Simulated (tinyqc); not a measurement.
Off-state leakage of single and stacked transistors: one step of the calculation.

n-channel devices of unit width. Subthreshold current I(Vg, Vs, Vd) = I0 (T/300 K)^0.5 exp[(Vg - Vs - VT(T) - gb (Vs - Vb) + dd (Vd - Vs))/(nf Vt)] (1 - exp(-(Vd - Vs)/Vt)), VT(T) = VT - cT (T - 300 K). Gate-edge tunnelling Ig (Vd/1 V) exp(ag (Vd - 1 V)), for a gate at 0 V, and band-to-band leakage Ab u exp(-Bb/u), u = Vd - Vb + 1 V, flow at a drain held at V; both are taken as independent of T. In a stack of off transistors (all gates at 0 V) the same subthreshold current passes through each.

Task. Leakage of one transistor. Vg = Vs = 0, Vd = V; effective threshold VT(T) - gb Vb - dd V.

Values chosen for this exercise; values of the order met in bulk silicon logic transistors:
```
symbol,value,unit,meaning
T,358,K,temperature
V,1.1,V,supply voltage
VT,0.42,V,"threshold at 300 K, zero drain and body bias"
cT,0.6,mV/K,fall of the threshold with temperature
I0,0.26,uA/um,current at threshold at 300 K
nf,1.16,,slope factor
dd,0.16,,drain-induced lowering per volt
gb,0.21,,rise of the threshold per volt of source-body bias
Ig,0.0003,uA/um,gate-edge tunnelling current at 1 V
ag,4.2,1/V,exponential slope of the gate current
Ab,50,uA/(um V),prefactor of band-to-band leakage at the drain
Bb,25,V,its exponential voltage
Vb,0,V,body voltage
```

Constants: q = 1.602176634e-19 C, kB = 1.380649e-23 J/K, Vt = kB T/q. Results are converted to the units shown.

Give: effective threshold; parts; total; shares.

Result.

effective threshold = 0.2092 V
parts (nA/um): subthreshold 0.8214, gate edge 0.5022, band-to-band 0.7096
total = 2.033 nA/um
shares (%): subthreshold 40.40, gate edge 24.70, band-to-band 34.90

The subthreshold part is the largest.

Computed by the program tinyqc: `OMP_NUM_THREADS=1 python tinyqc.py 2242190 2242191 out.jsonl`, one thread of a shared Intel Xeon 2.30GHz, about 0.03 s for the whole run.
